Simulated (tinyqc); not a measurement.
Surface photovoltage measurement of the minority-carrier diffusion length in a wafer. Inputs raised by 5 %, one at a time. Computed by tinyqc, a small Python program. Command: `OMP_NUM_THREADS=1 python tinyqc.py 3130040 3130041 out.jsonl spv sens`. One thread of a shared host (Intel(R) Xeon(R) Processor @ 2.30GHz), about 0.02 s of CPU time with the checks.

Low injection, steady light, a depletion layer much thinner than 1/alpha and L. The excess density dn is taken at the front edge of the neutral region; light that reaches the back is lost.

Inputs (values chosen for the exercise, modelled on p-type silicon at room temperature):
```
quantity                                              value               unit
diffusion length L                                       81         micrometre
wafer thickness W                                       300         micrometre
diffusivity D                                          25.4             cm^2/s
front recombination velocity S_f                      11000               cm/s
back recombination velocity S_b                         290               cm/s
photon flux entering                                  1e+13         1/(cm^2 s)
minority density at the surface barrier scale n_0     3e+10             1/cm^3
temperature T                                           298                  K
wavelength                                              921                 nm
relative noise of each reading                          0.5                  %
diffusion length after pair splitting over L            0.8                  -
iron factor C                                      1.03e+16  micrometre^2/cm^3
```

normal deviates g for the noise: 0.76  1.65  0.58  1.36  0.37  -2.39  1.12

Constants: k_B = 8.617333262e-05 eV/K.

Method:
- alpha = (84.732/lambda - 76.417)^2 per cm with lambda in micrometre (an empirical fit for silicon between 0.7 and 1.05 micrometre).
- Thick wafer: dn = Phi L/((S_f + D/L)(L + 1/alpha)). Finite wafer, with s = S_b L/D, w = W/L, a = alpha L: dn = [Phi a/(a^2 - 1)] [a - B - exp(-alpha W)(a - s)/(cosh w + s sinh w)]/(S_f + B D/L), B = (sinh w + s cosh w)/(cosh w + s sinh w).
- Photovoltage V = (k_B T/e) ln(1 + dn/n_0). Lifetime = L^2/D.
- Readings y = (Phi/dn) (1 + noise x g) at 780, 830, 880, 920, 950, 975 and 995 nm; a least-squares line y = c (1/alpha + L_app) gives L_app = intercept/slope.
- Splitting iron-boron pairs in boron-doped silicon shortens L; with nothing else changing, [Fe] = C (1/L_after^2 - 1/L^2). It is evaluated with the true lengths and with the apparent ones (without noise), which differ when the wafer is not thick against L.

Runs; columns: (1) input moved; (2) from; (3) to; (4) dn, finite wafer (1/cm^3); (5) apparent length L_app (micrometre); (6) photovoltage V (mV); (7) [Fe] from the apparent lengths (1/cm^3):
```
(1)                                        (2)       (3)         (4)     (5)      (6)         (7)
base run                                     -         -  4.6955e+08  82.419  0.39882  8.9465e+11
diffusion length L (micrometre)             81     85.05  4.8248e+08  86.715  0.40971  8.1312e+11
wafer thickness W (micrometre)             300       315  4.6938e+08  82.281  0.39867  8.9278e+11
diffusivity D (cm^2/s)                    25.4     26.67  4.6441e+08  82.429  0.39448  8.9485e+11
front recombination velocity S_f (cm/s)  11000     11550  4.5196e+08  82.419  0.38399  8.9465e+11
back recombination velocity S_b (cm/s)     290     304.5  4.6955e+08  82.409  0.39881  8.9444e+11
photon flux entering (1/(cm^2 s))        1e+13  1.05e+13  4.9303e+08  82.419  0.41860  8.9465e+11
```

Exponents ln(y'/y) / ln(x'/x):
```
input                             dn, finite wafer  apparent length L_app  photovoltage V  [Fe] from the apparent lengths
diffusion length L                           0.557                  1.042           0.552                          -1.958
wafer thickness W                           -0.008                 -0.034          -0.007                          -0.043
diffusivity D                               -0.226                  0.002          -0.224                           0.005
front recombination velocity S_f            -0.783                  0.000          -0.777                           0.000
back recombination velocity S_b              0.000                 -0.002           0.000                          -0.005
photon flux entering                         1.000                  0.000           0.992                           0.000
```

Among the inputs moved here: dn, finite wafer answers most in size to photon flux entering (exponent +1.000), next to front recombination velocity S_f (-0.783); its exponent is below 0.0005 for back recombination velocity S_b. Apparent length L_app answers most in size to diffusion length L (exponent +1.042), next to wafer thickness W (-0.034); its exponent is below 0.0005 for front recombination velocity S_f, photon flux entering. Its exponent 0.000 in front recombination velocity S_f: S_f scales all readings alike. Photovoltage V answers most in size to photon flux entering (exponent +0.992), next to front recombination velocity S_f (-0.777); its exponent is below 0.0005 for back recombination velocity S_b. Its exponent +0.992 in photon flux entering: the linear range. [Fe] from the apparent lengths answers most in size to diffusion length L (exponent -1.958), next to wafer thickness W (-0.043); its exponent is below 0.0005 for front recombination velocity S_f, photon flux entering.
